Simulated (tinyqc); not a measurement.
Thermophotovoltaic cell, detailed-balance limit: one step of the calculation.

Every photon above the gap Eg makes one pair and none below is absorbed; carriers thermalise at T and move without loss. Jsc = q F Phi(Eg, Ts); the dark current is J0 = q ge Phi(Eg, T)/ERE with the Boltzmann factor exp(V/Vt). Photons below the gap return to the emitter with reflectance Rf, and the efficiency is the electrical power over the radiant power not returned (luminescence back to the emitter is not credited).

Question. Maximum power point by substitution. v = Vmp/Vt solves (1 + v) exp(v) = 1 + Jsc/J0; v(new) = ln[(1 + Jsc/J0)/(1 + v)].

v at the start = 0
Jsc = 66.378875 mA/cm^2
J0 = 1.8803881e-9 mA/cm^2

Wanted: v after iteration 1.

Answer.

v after iteration 1 = 24.29

Numbers from tinyqc (`OMP_NUM_THREADS=1 python tinyqc.py 2820115 2820116 out.jsonl`; about 0.01 s on one thread of a shared Intel Xeon 2.30GHz).
